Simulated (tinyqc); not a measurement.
## Zener tunnelling in a reverse-biased junction, two-band WKB: effect of the doping Nd

Abrupt p-n junction, depletion approximation. Energies E are counted from the conduction-band edge of the neutral n side; its Fermi level lies at dn, that of the p side at dn - V, and the valence-band edge of the neutral p side at Em = dn + dp - V. Tunnelling needs 0 < E < Em. Two-band dispersion with equal masses m: inside the gap kappa = sqrt(m u (1 - u/Eg)/C), u the distance from a band edge, C = hbar^2/(2 m0).

Nd = Nc F12(dn/Vt), Na = Nv F12(dp/Vt), F12(x) = (2/sqrt(pi)) int_0^infinity sqrt(u)/(1 + exp(u - x)) du; dn = EF - Ec on the n side, dp = Ev - EF on the p side (negative outside the bands); Vbi = Eg + dn + dp. W = sqrt(2 eps0 eps_r (Vbi - V)(1/Na + 1/Nd)/q), mean field F = (Vbi - V)/W, peak field 2 F. In a uniform field F the exponent is S = pi sqrt(m/C) Eg^1.5/(4 F). Transverse energy Et = C kt^2/m raises it to S (1 + 4 Et/Eg), so T = exp(-S) exp(-Et/Eb) with Eb = Eg/(4 S). KJ = (2 q^2/h) m/(4 pi C) (times 1e14 for A/cm^2 per eV^2). J = KJ exp(-S) Eb times the integral from 0 to Em of [f(E - dn) - f(E - dn + V)] [1 - exp(-min(E, Em - E)/Eb)] dE, f(x) = 1/(1 + exp(x/Vt)), with S and Eb from the mean field; J > 0 flows from p to n.

Inputs (values chosen for the exercise); band and dielectric values close to those of indium phosphide: temperature T = 300 K; band gap Eg = 1.36 eV; relative permittivity eps_r = 12.7; conduction-band density of states at 300 K Nc = 5.7e17 cm^-3; valence-band density of states at 300 K Nv = 1.11e19 cm^-3; band-edge mass of the two-band model m = 0.082 m0; acceptor density Na = 1.6e19 cm^-3; bias of the p side V = -0.55 V.

Constants: q = 1.602176634e-19 C, kB = 1.380649e-23 J/K, hbar = 1.054571817e-34 J s, h = 6.62607015e-34 J s, m0 = 9.1093837015e-31 kg, Vt = kB T/q, eps0 = 8.8541878128e-14 F/cm where lengths are in cm, hbar^2/(2 m0) = 0.0380998212 eV nm^2. Results are converted to the units shown.

Result of one run:
```
Nd (cm^-3)	Vbi (V)	mean field (MV/cm)	S	J (A/cm^2)
1.5e18	1.431	0.4399	41.54	-5.256e-12
```

What becomes of these results when the donor density Nd is changed from 1.5e18 to 9.7e17 cm^-3, all else the same?

Result of the changed run:
```
Nd (cm^-3)	Vbi (V)	mean field (MV/cm)	S	J (A/cm^2)
9.7e17	1.411	0.3575	51.12	-2.936e-16
```

The whole series:
```
Nd (cm^-3)	Vbi (V)	mean field (MV/cm)	S	J (A/cm^2)
4.3e17	1.382	0.2401	76.12	-2.682e-27
6.5e17	1.396	0.2943	62.10	-4.086e-21
9.7e17	1.411	0.3575	51.12	-2.936e-16
1.5e18	1.431	0.4399	41.54	-5.256e-12
2.2e18	1.451	0.5251	34.80	-5.311e-9
3.3e18	1.477	0.6285	29.07	-1.961e-6
4.9e18	1.509	0.7418	24.64	-1.958e-4
```

The mean field rises from 0.240 to 0.742 MV/cm, as Nd^(0.46), S falls from 76.1 to 24.6, and |J| rises from 2.68e-27 to 1.96e-4 A/cm^2: 22.9 decades, of which exp(-S) accounts for 22.4.

Range of the model: Parabolic densities of states, no band tails and no gap narrowing, all of which matter at such doping.

tinyqc, about 0.02 s, one thread, Intel Xeon 2.30GHz (shared host): `OMP_NUM_THREADS=1 python tinyqc.py 2620121 2620122 out.jsonl`
